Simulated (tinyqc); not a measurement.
Changing the box width b: sputter depth profiling of a dopant layer: erosion rate, quantification and the mixing-roughness response. Computed by tinyqc, a small Python program. Command: `OMP_NUM_THREADS=1 python tinyqc.py 3013895 3013896 out.jsonl sims sweep`. One thread of a shared host (Intel(R) Xeon(R) Processor @ 2.30GHz), about 0.2 s of CPU time with the checks.

A rastered ion beam erodes silicon (49.94 atoms per nm^3). The measured profile is the true one convolved with a depth response.

Inputs (values chosen for the exercise, modelled on a dopant in silicon under an oxygen or caesium beam):

| quantity | value | unit |
|---|---|---|
| beam energy E | 0.49 | keV |
| beam current | 57 | nA |
| raster side | 200 | um |
| sputter yield at 1 keV | 0.66 | - |
| mixing length at 1 keV | 2.2 | nm |
| roughness sigma | 0.47 | nm |
| depth of the top edge z0 | 35 | nm |
| box concentration C | 4.2e+19 | 1/cm^3 |
| relative sensitivity factor RSF | 3.5e+21 | 1/cm^3 |
| matrix count rate | 2.3e+06 | 1/s |
| background count rate | 0.58 | 1/s |
| counting time per point | 1 | s |
| level that defines the junction C_B | 7e+16 | 1/cm^3 |

True profile: box.

Constants: e = 1.602176634e-19 C.

Method:
- Scaling chosen for the exercise: yield Y = Y1 E^0.5, mixing length w = w1 E^0.5 (E in keV).
- Erosion rate = Y I/(e x raster^2 x density); depth step = rate x counting time; concentration = RSF x counts/matrix counts; detection limit = RSF x 3 sqrt(background x time)/(matrix rate x time).
- Mixing alone turns a layer at z0 into (1/w) exp(-(z - z0 + w)/w) for z > z0 - w; roughness adds a Gaussian of width sigma. With x = z - z0 + w: g(x) = (1/(2w)) exp(sigma^2/(2 w^2) - x/w) erfc((sigma/w - x/sigma)/sqrt2), and its integral G(x) = (1/2) erfc(-x/(sigma sqrt2)) - w g(x). Measured: C [G(x) - G(x - b)].
- Find the maximum, the full width at half maximum and the deep point where the profile falls to C_B; far down, the trailing edge decays by w ln(10) per decade.

One run for each value:

| box width b (nm) | peak concentration (1/cm^3) | full width at half maximum (nm) | apparent junction depth (nm) |
|---|---|---|---|
| 0.30 | 4.8131e+18 | 2.132 | 41.016 |
| 0.52 | 8.2376e+18 | 2.166 | 41.978 |
| 0.91 | 1.3894e+19 | 2.267 | 43.050 |
| 1.60 | 2.2171e+19 | 2.560 | 44.311 |
| 2.70 | 3.0985e+19 | 3.252 | 45.790 |
| 4.80 | 3.8594e+19 | 4.984 | 48.113 |
| 8.30 | 4.1552e+19 | 8.326 | 51.676 |
| 14.00 | 4.1985e+19 | 14.001 | 57.383 |

Over the rows, peak concentration (1/cm^3) rises from 4.81e18 to 4.20e19 (exponent d ln y / d ln x 0.98 between the first rows and 0.020 between the last); full width at half maximum (nm) rises from 2.13 to 14.0 (exponent d ln y / d ln x 0.028 between the first rows and 0.99 between the last); apparent junction depth (nm) rises from 41.0 to 57.4 (exponent d ln y / d ln x 0.042 between the first rows and 0.20 between the last). At the low end the exponent of peak concentration is 0.98, close to 1: a box thinner than the response looks like a delta layer. At the high end the exponent of full width at half maximum is 0.99, close to 1: the box is resolved. At the low end the exponent of full width at half maximum is 0.03, close to 0: the response sets the width. Convolution conserves area, so the dose C b would be measured correctly in every row, even where the peak is not. Left out: 25.0 (the peak is near the junction level, or the box is flat-topped).

Extremes, crossings and ranges named in words are read from the listed rows.
